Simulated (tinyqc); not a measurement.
From results back to parameters: WKB tunnelling through a gate dielectric with a two-band (Franz) dispersion. Three cases, with inputs chosen for the exercise.

Problem. In the Fowler-Nordheim regime with a parabolic band J/F^2 is proportional to exp(-B/F), B = (4/3) sqrt(m/c) phi^(3/2), c = hbar^2/2m0, 1 V/angstrom = 100 MV/cm. The ratio below was computed from a hidden barrier.

Constants: hbar^2/2m0 = 3.80998211 eV angstrom^2.

Find: B; phi.

Method. B is the logarithm divided by 1/F1 - 1/F2; then phi = (3 B/(4 sqrt(m/c)))^(2/3). The slope fixes only m phi^3, so the mass must be known.

Case 1.

Values chosen (out of a larger set: of the size used for La2O3 on silicon; not measured data): m = 0.28 m0 (mass at the conduction edge); F1 = 8.9 MV/cm (first field); F2 = 11.7 MV/cm (second field).

ln[(J2/F2^2)/(J1/F1^2)] = 3.61373

Solution.

B = 134.39 MV/cm
phi = 2.400 eV

Case 2.

Values chosen (out of a larger set: of the size used for SiO2 on silicon; not measured data): m = 0.45 m0 (mass at the conduction edge); F1 = 7.7 MV/cm (first field); F2 = 11.1 MV/cm (second field).

ln[(J2/F2^2)/(J1/F1^2)] = 11.02696

Solution.

B = 277.20 MV/cm
phi = 3.320 eV

Case 3.

Values chosen (out of a larger set: of the size used for HfO2 on silicon; not measured data): m = 0.22 m0 (mass at the conduction edge); F1 = 7.1 MV/cm (first field); F2 = 10.9 MV/cm (second field).

ln[(J2/F2^2)/(J1/F1^2)] = 2.57816

Solution.

B = 52.51 MV/cm
phi = 1.390 eV

Computed by tinyqc, one run a case: `OMP_NUM_THREADS=1 python tinyqc.py N N+1 out.jsonl` with N = 1481368, 1481408, 1481467; one thread of a shared Intel(R) Xeon(R) Processor @ 2.30GHz, about 0.01 s a run at most.
